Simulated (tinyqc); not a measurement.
Inside a calculation. Method: Hartree-Fock atom on a uniform radial grid, spin-unpolarised, for Be(2+). Computed by tinyqc, a small Python program that keeps every step. Settings: Z = 4, points = 192, R = 6.4, functional = hf2, mixing = 0.2, iteration cap = 73. Command: `OMP_NUM_THREADS=1 python tinyqc.py 30582 30583 out.jsonl` (the two numbers bound the seeds that draw the settings). One thread of a shared host (Intel(R) Xeon(R) Processor @ 2.60GHz), about 0.4 s of CPU time with the checks.

Spherical atom on a uniform radial grid r_j = j h with h = R/(N + 1), h sum u^2 = 1 and integrals as h times sums, u(0) = u(R) = 0 (atomic units):

| parameter | value |
|---|---|
| Z | 4 |
| points N | 192 |
| R | 6.400000 |
| h | 0.033161 |
| mixing | 0.200000 |
| electrons in 1s | 2 |

Three-point differences turn -u''/2 + [l(l+1)/2r^2 - Z/r + V] u = e u into a tridiagonal matrix (diagonal 1/h^2 + potential, off-diagonal -1/2h^2). D = sum f u^2; the Hartree potential y/r solves y'' = -D/r with y(0) = 0, y(R) = N_e; for two electrons in one orbital exchange is -V_H/2 (Hartree-Fock); E = sum f e - int D V + int D (V_H/2 + eps_xc); V(new) = V + mixing (V_H + v_xc - V).

Stop when input and output potentials agree to 1e-7.

Course of the cycle (hartree):

| iteration | E | e(1s) | largest \|V(out) - V(in)\| |
|---|---|---|---|
| 1 | -13.434655 | -7.9651 | 3.97e+00 |
| 2 | -13.475691 | -7.4683 | 3.11e+00 |
| 3 | -13.502099 | -7.0787 | 2.44e+00 |
| 4 | -13.518905 | -6.7728 | 1.91e+00 |
| 5 | -13.529499 | -6.5324 | 1.49e+00 |
| 6 | -13.536124 | -6.3433 | 1.17e+00 |
| 7 | -13.540239 | -6.1945 | 9.14e-01 |
| 8 | -13.542781 | -6.0772 | 7.15e-01 |
| 9 | -13.544345 | -5.9848 | 5.59e-01 |
| 10 | -13.545303 | -5.9119 | 4.37e-01 |
| 11 | -13.545888 | -5.8544 | 3.42e-01 |
| ... | ... | ... | ... |
| 63 | -13.546798 | -5.6379 | 1.46e-06 |
| 64 | -13.546798 | -5.6379 | 1.16e-06 |
| 65 | -13.546798 | -5.6379 | 9.26e-07 |
| 66 | -13.546798 | -5.6379 | 7.38e-07 |
| 67 | -13.546798 | -5.6379 | 5.88e-07 |
| 68 | -13.546798 | -5.6379 | 4.69e-07 |
| 69 | -13.546798 | -5.6379 | 3.73e-07 |
| 70 | -13.546798 | -5.6379 | 2.98e-07 |
| 71 | -13.546798 | -5.6379 | 2.37e-07 |
| 72 | -13.546798 | -5.6379 | 1.89e-07 |
| 73 | -13.546798 | -5.6379 | 1.51e-07 |

Can the last value be used, and what does the course show?

Not by the stop rule, although the second column moves by less than 1e-07 over the last three steps; and the uniform grid itself carries an error of order h^2 at the cusp, far above the threshold. Not converged within 73 iterations: the residual falls steadily but slowly, by a factor of about 0.80 a step. Reruns (cap 100 unless said): mixing 0.3: converged in 48; mixing 0.6: converged in 19; the original settings with a cap of 400: converged in 75. Even converged, this uniform grid resolves the cusp poorly and misses the energy of the atom.
